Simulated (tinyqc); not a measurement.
From results back to parameters: image-charge renormalisation of a gap near a dielectric or metal. Three cases, with inputs chosen for the exercise.

Problem. A small molecule or defect in vacuum at height z above the image plane of a substrate has both its electron and hole levels stabilised by (e^2/4 pi eps0)(es - 1)/((es + 1) 4 z), so its gap shrinks by twice that. The reduced gap is given.

Constants: e^2/(4 pi eps0) = 14.39964547 eV angstrom.

Find: reduction; (es - 1)/(es + 1); z.

Method. z = (e^2/4 pi eps0)(es - 1)/((es + 1) 2 x reduction). Local and hybrid functionals miss this shift, since it is a non-local correlation effect.

Case 1.

Values chosen: E0 = 5.32 eV (quasiparticle gap far from the surface); es = 4.5 (dielectric constant of the substrate (1e4: a metal)).

gap near the surface = 3.68368 eV

Solution.

reduction = 1.6363 eV
(es - 1)/(es + 1) = 0.6364
z = 2.80 angstrom

Case 2.

Values chosen: E0 = 8.25 eV (quasiparticle gap far from the surface); es = 10000 (dielectric constant of the substrate (1e4: a metal)).

gap near the surface = 6.06867 eV

Solution.

reduction = 2.1813 eV
(es - 1)/(es + 1) = 0.9998
z = 3.30 angstrom

Case 3.

Values chosen: E0 = 2.25 eV (quasiparticle gap far from the surface); es = 25 (dielectric constant of the substrate (1e4: a metal)).

gap near the surface = 1.17807 eV

Solution.

reduction = 1.0719 eV
(es - 1)/(es + 1) = 0.9231
z = 6.20 angstrom

Computed by tinyqc, one run a case: `OMP_NUM_THREADS=1 python tinyqc.py N N+1 out.jsonl` with N = 1881241, 1881248, 1881249; one thread of a shared Intel(R) Xeon(R) Processor @ 2.30GHz, about 0.02 s a run at most.
